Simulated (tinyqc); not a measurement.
Inside a calculation. Model: Bloch-Grueneisen resistivity of a metal. Computed by tinyqc, a small Python program that keeps every step. Command: `OMP_NUM_THREADS=1 python tinyqc.py 3001046 3001047 out.jsonl bg walk`. One thread of a shared host (Intel(R) Xeon(R) Processor @ 2.30GHz), about 0.01 s of CPU time with the checks. Intermediate numbers are printed to about 5 digits and carried at full precision; extremes and crossings named in words are read from the listed rows.

Electrons scatter from a Debye spectrum of phonons (n = 5 for scattering within one band, n = 3 for scattering into a second, heavy band) and from static defects.

Inputs (values chosen for the exercise, modelled on copper):

| quantity | value | unit |
|---|---|---|
| exponent n | 5 | - |
| Debye temperature Theta | 343 | K |
| transport coupling lambda_tr | 0.12 | - |
| Drude plasma energy hbar w_p | 8.9 | eV |
| residual resistivity rho_0 | 0.054 | microohm cm |
| temperature T | 20 | K |

Addition: none.

Constants: k_B = 1.380649e-23 J/K; hbar = 1.054571817e-34 J s; eps_0 = 8.8541878128e-12 F/m; hbar = 6.582119569e-16 eV s; k_B = 8.617333262e-05 eV/K.

## Scale of the phonon resistivity

rho_ph = (n - 1) rho_1 (T/Theta)^n J_n(Theta/T), with rho_1 = 2 pi lambda_tr k_B Theta/(hbar eps_0 w_p^2), the high-temperature line at T = Theta.

rho_1 = 2.0915 microohm cm

## The integral and the phonon part

J_n(y) = int_0^y x^n e^x/(e^x - 1)^2 dx, by 96 Gauss-Legendre points (upper limit at most 60).

Theta/T = 17.15

J_n = 124.36

phonon resistivity rho_ph = 7.0126e-04 microohm cm

This is 0.575 % of the straight line rho_1 T/Theta.

## Total resistivity and derived numbers

Matthiessen's rule: rho = rho_0 + rho_ph. Temperature coefficient (1/rho) d rho/dT by a central difference of +/- 0.5 K; residual ratio rho(295 K)/rho(4.2 K); scattering time tau = 1/(eps_0 w_p^2 rho); Wiedemann-Franz kappa = L_0 T/rho, L_0 = (pi^2/3)(k_B/e)^2.

resistivity rho = 0.054701 microohm cm

temperature coefficient = 3.2042 1e-3/K

residual resistance ratio = 31.931

scattering time = 1129.3 fs

Wiedemann-Franz conductivity = 893.22 W/(m K)

The coefficient is 0.0641 times 1/T; the temperature-independent part dilutes it.

## Limits of the phonon part

Low T: (n - 1) n! zeta(n) rho_1 (T/Theta)^n. High T: rho_1 (T/Theta) [1 - (n - 1)/(12 (n + 1)) (Theta/T)^2].

Resistivities (microohm cm):

| T (K) | rho_ph | low-T law | straight line | line with correction | total rho |
|---|---|---|---|---|---|
| 10 | 2.1927e-05 | 2.1927e-05 | 0.0610 | - | 0.0540 |
| 17 | 3.1132e-04 | 3.1134e-04 | 0.1037 | - | 0.0543 |
| 27 | 3.1069e-03 | 3.1463e-03 | 0.1646 | - | 0.0571 |
| 41 | 2.1484e-02 | 2.5404e-02 | 0.2500 | - | 0.0755 |
| 69 | 1.3683e-01 | 3.4295e-01 | 0.4207 | - | 0.1908 |
| 120 | 4.8009e-01 | 5.4562e+00 | 0.7317 | 0.3996 | 0.5341 |
| 170 | 8.3384e-01 | 3.1134e+01 | 1.0366 | 0.8022 | 0.8878 |
| 270 | 1.5073e+00 | 3.1463e+02 | 1.6464 | 1.4988 | 1.5613 |
| 410 | 2.4054e+00 | 2.5404e+03 | 2.5001 | 2.4029 | 2.4594 |
| 690 | 4.1502e+00 | 3.4295e+04 | 4.2075 | 4.1497 | 4.2042 |

The low-T law holds to 10 % up to 27 K, the straight line from 270 K on. The local exponent of rho_ph falls from 5.00 to 1.05. Phonons overtake the residual resistivity between 41.0 and 69.0 K.

Checks made by the program: J_n at large argument against n! zeta(n) (relative difference below 1e-10).
